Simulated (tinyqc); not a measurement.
# Changing the speed of oxidation

Model: dopant redistribution at a moving silicon-oxide interface during parabolic oxidation. Computed by tinyqc, a small Python program. Command: `OMP_NUM_THREADS=1 python tinyqc.py 3009941 3009942 out.jsonl segox sweep`. One thread of a shared host (Intel(R) Xeon(R) Processor @ 2.30GHz), about 0.01 s of CPU time with the checks.

Uniformly doped silicon is oxidised with x_ox = sqrt(B t); the interface advances into the silicon by alpha x_ox, alpha = 0.44. The dopant does not move in the oxide, and at the interface C(silicon) = m C(oxide).

Inputs (values chosen for the exercise, modelled on antimony in silicon under dry oxygen):
```
quantity                                           value    unit
dopant prefactor D0                                 5.13  cm^2/s
dopant activation energy E                           3.9      eV
oxidation activation energy E_B                     1.24      eV
segregation coefficient m = C(silicon)/C(oxide)       11       -
bulk doping C_B                                  6.9e+17  1/cm^3
temperature T                                       1000       C
time t                                               2.9       h
```

Constants: k_B = 8.617333262e-05 eV/K.

Method:
- D = D0 exp(-E/(k_B T)), converted with 1 cm^2/s = 3.6e11 um^2/h; B = B0 exp(-E_B/(k_B T)); s = alpha sqrt(B/(4 D)), the interface advance over 2 sqrt(D t).
- Temperatures in kelvin are T(C) + 273.15.
- With the dopant diffusivity D and s = alpha x_ox/(2 sqrt(D t)), in the silicon C = C_B + (C_s - C_B) erfc(y/(2 sqrt(D t)))/erfc(s), y from the original surface. Dopant balance at the interface gives C_s/C_B = 1/[1 + (1/(m alpha) - 1) g], g = sqrt(pi) s exp(s^2) erfc(s).
- Consumed silicon held alpha x_ox C_B; the oxide holds x_ox times the dopant concentration in the oxide; the difference is the excess in the silicon; 1 um = 1e-4 cm.

One run for each value:
```
oxidation prefactor B0 (um^2/h)  ratio C_s/C_B      s  excess in the silicon (1/cm^2)
27                                       1.226  0.155                       7.048e+11
62                                       1.348  0.235                       1.032e+12
150                                      1.551  0.365                       1.512e+12
340                                      1.841  0.549                       2.076e+12
800                                      2.286  0.843                       2.711e+12
1900                                     2.887  1.298                       3.195e+12
4400                                     3.532  1.976                       3.257e+12
10000                                    4.076  2.979                       2.866e+12
24000                                    4.463  4.615                       2.192e+12
```

What does the table show, and why?

Over the rows, ratio C_s/C_B rises from 1.23 to 4.46 (exponent d ln y / d ln x 0.11 between the first rows and 0.10 between the last); s rises from 0.155 to 4.61 (exponent d ln y / d ln x about 0.50 throughout); excess in the silicon (1/cm^2) goes from 7.05e11 through a maximum among these rows, 3.26e12 at 4400, to 2.19e12. The exponent of s stays at 0.50: s scales as sqrt(B/D). The last row stands at 92 % of the limit m alpha = 4.840.

Caution (rows 27.0, 62.0, 150, 340, 800, 1900, 4400): in this case the oxide is not much thicker than a typical Deal-Grove length A, so real growth is slower than parabolic. Caution (all rows): parabolic growth needs an oxide much thicker than the Deal-Grove length A, which fails for thin films and low temperatures; oxidation-enhanced or retarded diffusion is ignored.

Extremes, crossings and ranges named in words are read from the listed rows.
